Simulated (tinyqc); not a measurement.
# Reverse leakage of an n+-p junction: diffusion, generation, trap-assisted and band-to-band tunnelling: two studies

One-sided abrupt junction in the depletion approximation, x from the junction (0) to W on the p side, field F = F0 (1 - x/W). Flat quasi-Fermi levels, long p side. Traps generate through SRH with both lifetimes shortened by 1 + Gamma (Hurkx enhancement, form for moderate fields); band-to-band generation is local and needs a total bending above Eg.

Inputs (values chosen for the exercise); band and dielectric values close to those of silicon: temperature T = 358 K; band gap Eg = 1.13 eV; relative permittivity eps_r = 11.8; conduction-band density of states at T Nc = 3.6e19 cm^-3; valence-band density of states at T Nv = 3.52e19 cm^-3; acceptor density of the lighter side Na = 3.2e17 cm^-3; donor density of the heavier side Nd = 1e19 cm^-3; SRH lifetime of both carriers at zero field tau = 5e-8 s; trap level above the intrinsic level Et = 0 eV; tunnelling mass mt = 0.23 m0; electron diffusion coefficient on the lighter side Dn = 5.1 cm^2/s; band-to-band prefactor Ab = 5.7e14 cm^-0.5 V^-2.5 s^-1; band-to-band field constant Bb = 1.84e7 V/cm; reverse bias VR = 2.6 V.

Constants: q = 1.602176634e-19 C, kB = 1.380649e-23 J/K, hbar = 1.054571817e-34 J s, m0 = 9.1093837015e-31 kg, Vt = kB T/q, eps0 = 8.8541878128e-14 F/cm where lengths are in cm. Results are converted to the units shown.

Each table varies one quantity; the others keep the values above.

## Leakage components against the trap level above the intrinsic level

ni = sqrt(Nc Nv) exp(-Eg/(2 Vt)), Eg in volts; Vbi = Vt ln(Na Nd/ni^2); W = sqrt(2 eps0 eps_r (Vbi + VR)/(q Na)); F0 = 2 (Vbi + VR)/W; FG = sqrt(24 mt m0 (kB T)^3)/(q hbar); J_diff = q ni^2 sqrt(Dn/tau)(1 - exp(-VR/Vt))/Na. u = (Vbi + VR)(1 - x/W)^2, p = Na exp(-u/Vt), n = Nd exp((u - Vbi - VR)/Vt); G0 = ni^2 (1 - exp(-VR/Vt))/(tau (n + p + 2 ni cosh(Et/Vt))); Gamma = 2 sqrt(3 pi)(F/FG) exp((F/FG)^2); trap-assisted part G0 Gamma; G_bb = Ab F^2.5 exp(-Bb/F) with F in V/cm, zero unless Vbi + VR > Eg, and counted as zero under 1 cm^-3 s^-1. Currents are q times the integrals over 0 to W; J_bb under 1e-8 of J is printed as 0; rows with F0/FG above 2.2, beyond the range of this Gamma, are left out.

The same in every row: F0 (kV/cm) = 590; F0/FG = 1.28; J_diff (A/cm^2) = 7.93e-10; J_bb (A/cm^2) = 2.34e-10.

Results:
```
Et (eV)  J_SRH (A/cm^2)  J_TAT (A/cm^2)  J (A/cm^2)              largest part
-0.3           7.20e-10         7.82e-9     9.56e-9  trap-assisted tunnelling
-0.2            1.65e-8         1.85e-7     2.03e-7  trap-assisted tunnelling
0               4.51e-6         5.25e-5     5.70e-5  trap-assisted tunnelling
0.1             3.80e-7         4.37e-6     4.76e-6  trap-assisted tunnelling
0.2             1.65e-8         1.85e-7     2.03e-7  trap-assisted tunnelling
0.3            7.20e-10         7.82e-9     9.56e-9  trap-assisted tunnelling
```

Estimate the missing row, Et = -0.1 eV.

Computed row:
```
Et (eV)  J_SRH (A/cm^2)  J_TAT (A/cm^2)  J (A/cm^2)              largest part
-0.1            3.80e-7         4.37e-6     4.76e-6  trap-assisted tunnelling
```

With this row back in the table: J goes from 9.56e-9 through a maximum of 5.70e-5 (at Et = 0 among the rows listed) to 9.56e-9 A/cm^2. Trap-assisted tunnelling leads at Et = -0.3 and in all other rows.

## Leakage components against the acceptor density of the lighter side

Same model as above.

Leakage components against the acceptor density of the lighter side:
```
Na (cm^-3)  F0 (kV/cm)  F0/FG  J_diff (A/cm^2)  J_SRH (A/cm^2)  J_TAT (A/cm^2)  J_bb (A/cm^2)  J (A/cm^2)              largest part
1e16               103  0.223          2.54e-8         2.69e-5         2.28e-5              0     4.98e-5            SRH generation
2.4e16             160  0.346          1.06e-8         1.71e-5         2.36e-5              0     4.08e-5  trap-assisted tunnelling
5.6e16             245  0.531          4.53e-9         1.11e-5         2.56e-5              0     3.67e-5  trap-assisted tunnelling
1.3e17             375  0.812          1.95e-9         7.17e-6         3.10e-5              0     3.81e-5  trap-assisted tunnelling
3.2e17             590   1.28         7.93e-10         4.51e-6         5.25e-5       2.34e-10     5.70e-5  trap-assisted tunnelling
7.5e17             906   1.97         3.38e-10         2.91e-6         2.03e-4        3.49e-5     2.41e-4  trap-assisted tunnelling
```

What does the comparison show?

J goes from 4.98e-5 through a minimum of 3.67e-5 (at Na = 5.6e16 among the rows listed) to 2.41e-4 A/cm^2. SRH generation leads at Na = 1e16, trap-assisted tunnelling from 2.4e16 on. The ratio J_TAT/J_SRH goes from 0.848 to 69.8 as F0/FG goes from 0.223 to 1.97.

Computed by the program tinyqc: `OMP_NUM_THREADS=1 python tinyqc.py 2290171 2290172 out.jsonl`, one thread of a shared Intel Xeon 2.30GHz, about 0.01 s for the whole run.
